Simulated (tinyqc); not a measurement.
Inside a calculation. Model: spin coating of a resist or spin-on film: centrifugal thinning, evaporation and the final thickness (Emslie and Meyerhofer models). Computed by tinyqc, a small Python program that keeps every step. Command: `OMP_NUM_THREADS=1 python tinyqc.py 3113501 3113502 out.jsonl spincoat walk`. One thread of a shared host (Intel(R) Xeon(R) Processor @ 2.30GHz), about 0.09 s of CPU time with the checks. Intermediate numbers are printed to about 6 digits and carried at full precision; extremes and crossings named in words are read from the listed rows.

A Newtonian film stays uniform over the wafer; solvent and solids have the same density and the concentration is uniform through the thickness.

Inputs (values chosen for the exercise, of the order of those of a polymer resist in an ester solvent):
```
quantity                                 value          unit
solids volume fraction c0                 0.15             -
kinematic viscosity of the solvent nu_s    1.1        mm^2/s
viscosity constant k                       700        mm^2/s
viscosity exponent gamma                     3             -
spin speed f                              1000           rpm
evaporation rate at 1000 rpm e0          0.065  micrometre/s
starting thickness h0                      400    micrometre
time t                                     1.9             s
wafer radius R                             150            mm
shrinkage in the bake                       11             %
```

## Rates

omega = 2 pi f/60; nu(c) = nu_s + k c^gamma; evaporation rate e = e0 sqrt(f/1000 rpm). Flow constant K = 2 omega^2/(3 nu(c0)); Reynolds number of the air omega R^2/nu_air with nu_air = 15 mm^2/s.

omega = 104.720 1/s

nu(c0) = 3.4625 mm^2/s

evaporation rate e = 0.065 micrometre/s

flow constant K = 0.00211143 1/(micrometre^2 s)

Reynolds number of the air = 157080

## Thinning without evaporation

dh/dt = -K h^3 gives h = h0/sqrt(1 + 2 K h0^2 t); for long times h = 1/sqrt(2 K t).

h(t) without evaporation = 11.1597 micrometre

long-time form = 11.1640 micrometre

time 1/(2 K h0^2) = 0.00148004 s

The long-time form is within 0.039 %: the starting thickness is forgotten.

## The two-stage estimate

Meyerhofer estimate: flow rules until (1 - c0) K h^3 = e, then evaporation alone: h_w = (e/((1 - c0) K))^(1/3), dry film c0 h_w.

wet thickness h_w = 3.30856 micrometre

dry film, estimate = 496.284 nm

drying time (1 - c0) h_w/e = 43.2658 s

## First explicit step of the full model

Solids s and liquid l per area start at s = c0 h0, l = (1 - c0) h0. With h = h0 and c = c0: Q = K h^3, K = 2 omega^2/(3 nu); one Euler step of length dt = 0.01 h0/Q for s and l, ds/dt = -c Q, dl/dt = -(1 - c) Q - e.

Q = 135131 micrometre/s

dt = 2.96008e-05 s

s = 59.4 micrometre

l = 336.600 micrometre

Q/e at the start = 2.07894e+06

## The full model

Full model for solids s and liquid l per area, h = s + l, c = s/h: ds/dt = -c Q, dl/dt = -(1 - c) Q - e, Q = 2 omega^2 h^3/(3 nu(c)); integrated adaptively (relative tolerance 1e-9) until l = 0. Dry film = s at l = 0, before the bake; film after the bake = s x (1 - shrinkage).

time to dry = 56.8469 s

dry film = 569.201 nm

film after the bake = 506.589 nm

## Course in time

Times are fractions of the time to dry.

History:
```
fraction    t (s)  h (micrometre)         c  nu (mm^2/s)          Q/e   s (nm)
0.003      0.1705         37.1014  0.150030        3.464  1.65826e+03  5566.32
0.010      0.5685         20.3788  0.150182        3.471  2.74233e+02  3060.52
0.030      1.7054         11.7644  0.150945        3.507  5.22118e+01  1775.78
0.100      5.6847          6.4037  0.155861        3.750  7.87554e+00   998.09
0.200     11.3694          4.4539  0.167312        4.379  2.26953e+00   745.19
0.350     19.8964          3.2169  0.194120        6.220  6.01917e-01   624.46
0.500     28.4235          2.4738  0.236453       10.354  1.64456e-01   584.94
0.700     39.7928          1.6823  0.339425       28.473  1.88059e-02   571.00
0.900     51.1622          0.9388  0.606375      157.171  5.92075e-04   569.25
```

Q/e drops below 1 between t = 11 and 20 s, when c has risen from 0.15 to about 0.194; after that row the solids fall by a further 9 %. The full model gives 1.15 times the two-stage estimate.

## Spin curve

The formulas are those given above.

Dry film against speed:
```
f (rpm)  full model (nm)  estimate (nm)  time to dry (s)
500              804.972        701.852          113.691
1000             569.201        496.284           56.847
1500             464.751        405.215           37.898
2000             402.486        350.926           28.424
3000             328.629        286.530           18.949
4000             284.601        248.142           14.212
6000             232.376        202.607            9.475
```

The full thickness goes as f^-0.500; the estimate as (e/omega^2)^(1/3) = f^(-1/2). The time to dry goes as f^-1.00. A thickness window of 1 % allows a speed error of about 2 %.

Checks made by the program: constant-viscosity run against c0 h0 exp(-int K h^2 dt) (relative difference 2e-05).
